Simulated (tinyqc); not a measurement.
Strain: hole subbands of a hard-walled well, four-band Luttinger model.

Hole energies are counted downwards from the unstrained band edge, c = hbar^2/2m0. After the usual block transformation one block is H = [[P + Q - Zs, R - i S], [R + i S, P - Q + Zs]] in (heavy, light), with P +/- Q = c [(g1 +/- g2) k^2 + (g1 -/+ 2 g2) kz^2], R = sqrt(3) c gR k^2, S = 2 sqrt(3) c g3 k kz, kz = -i d/dz; axial approximation gR = (g2 + g3)/2. Zs = b (e_par - e_perp) is the shear part of the strain (the hydrostatic part shifts all levels alike and is left out). Basis sqrt(2/L) sin(n pi z/L), n = 1 to N, for each component: kz^2 gives (n pi/L)^2 and the heavy-light block is R delta_nm - 2 sqrt(3) c g3 k D_nm with D_nm = 4 n m/(L (n^2 - m^2)) for n + m odd, 0 otherwise. The other block has the same levels. The split-off band is left out.

Constants: hbar^2/2m0 = 3.80998211 eV angstrom^2.

Values chosen for the exercise (near those of Ge; not measured data): g1 = 13.35 (Luttinger gamma1); g2 = 4.24 (gamma2); g3 = 5.68 (gamma3); L = 135 angstrom (well width along [001]); Zlist = (-0.0443, -0.0263, -0.0118, -0.005, 0, 0.0133, 0.0232) eV (shear strain energies (negative: tension in the plane, for b < 0)).

N = 20. dE is the rise of the top subband from k = 0 to k1 = pi/(4L), m1 = c k1^2/dE (dash if dE is not positive), and the heavy weight is taken at k = pi/L.

Top subband:
```
Zs (eV),HH1 (meV),LH1 (meV),dE (meV),heavy weight,m1 (m0)
-0.0443,54.3,0.7,0.206,0.128,0.625
-0.0263,36.3,18.7,-0.462,0.232,-
-0.0118,21.8,33.2,1.588,0.390,0.081
0.0000,10.0,45.0,1.765,0.576,0.073
0.0133,-3.3,58.3,1.844,0.780,0.070
0.0232,-13.2,68.2,1.885,0.869,0.068
```

Give the missing row, Zs (eV) = -0.0050.

Computed row:
```
Zs (eV)  HH1 (meV)  LH1 (meV)  dE (meV)  heavy weight  m1 (m0)
-0.0050       15.0       40.0     1.720         0.493    0.075
```

HH1 and LH1 cross at Zs = -2 c g2 (pi/L)^2 = -0.0175 eV; for more negative Zs the light hole is on top. Among the rows with HH1 on top, m1 goes from 0.081 to 0.068 m0 as the splitting widens from 11 to 81 meV, against the unmixed 1/(g1 + g2) = 0.057: compression lightens the holes here. A dash marks a top subband whose hole energy at k1 lies below that at k = 0: an electron-like (negative) mass. m1 describes the neighbourhood of k = 0 only; where HH1 and LH1 lie close, the band may peak further out.

Run: tinyqc, `OMP_NUM_THREADS=1 python tinyqc.py 1280724 1280725 out.jsonl`; Intel(R) Xeon(R) Processor @ 2.30GHz, one thread, shared host; about 0.1 s of CPU time with all checks.
